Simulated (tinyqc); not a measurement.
Bandgap voltage reference from two bipolar transistors: output against temperature.

Two transistors of area 1 and N carry the same current I. Is(T) = Is (T/T0)^eta exp[(Vg0 q/kB)(1/T0 - 1/T)], VBE1 = Vt ln(I/Is(T)) + I rb, VBE2 = Vt ln(I/(N Is(T))) + I rb/N. The amplifier forces I R1(T) = VBE1 - VBE2 + Vos, with R(T) = R (1 + tc (T - T0)) for both resistors, and the output is Vref = VBE1 + I R2(T). Base currents and the Early effect are neglected.

Vt = kB T/q; I = (Vt ln N + Vos)/(R1(T) - rb (1 - 1/N)).

Inputs (values chosen for the exercise); values of the order met in silicon bipolar transistors:
```
symbol    value   unit                                                   meaning
T0          300      K                                     reference temperature
Vg0       1.141      V                      band-gap voltage extrapolated to 0 K
eta         4.2                   temperature exponent of the saturation current
Is      1.8e-16      A           saturation current of the unit transistor at T0
N            15                              area ratio of the second transistor
R1           15   kohm  resistor across which the difference of VBE falls, at T0
tc            0  ppm/K                 temperature coefficient of both resistors
Vos           0     mV                                   offset of the amplifier
rb           64    ohm                  series resistance of the unit transistor
R2        126.8   kohm                                     output resistor at T0
```

Constants: q = 1.602176634e-19 C, kB = 1.380649e-23 J/K. Results are converted to the units shown.

Output against temperature:
```
T (K)	I (uA)	VBE1 (V)	I R2 (V)	Vref (V)	Vref - Vref(T0) (mV)	dVref/dT (uV/K)
218	3.405	0.7818	0.4318	1.214	-0.8880	57.19
233	3.639	0.7528	0.4615	1.214	-0.1693	38.84
253	3.952	0.7138	0.5011	1.215	0.3773	16.13
273	4.264	0.6743	0.5407	1.215	0.4875	-4.848
298	4.655	0.6243	0.5902	1.215	0.05987	-29.01
323	5.045	0.5738	0.6397	1.214	-0.9468	-51.22
348	5.436	0.5227	0.6892	1.212	-2.488	-71.78
373	5.826	0.4712	0.7388	1.210	-4.524	-90.91
398	6.217	0.4192	0.7883	1.207	-7.023	-108.8
423	6.607	0.3667	0.8378	1.205	-9.955	-125.6
```

VBE1 falls by 2.02 mV/K on average and I R2 rises by 1.98 mV/K. The slope of Vref vanishes at T = 268 K. Between 233 and 398 K Vref spans 7.52 mV, or 37.6 ppm/K by the box method (span over the average over T, over 165 K).

Program tinyqc, `OMP_NUM_THREADS=1 python tinyqc.py 2062127 2062128 out.jsonl`; Intel Xeon 2.30GHz, shared host, one thread, about 0.03 s.
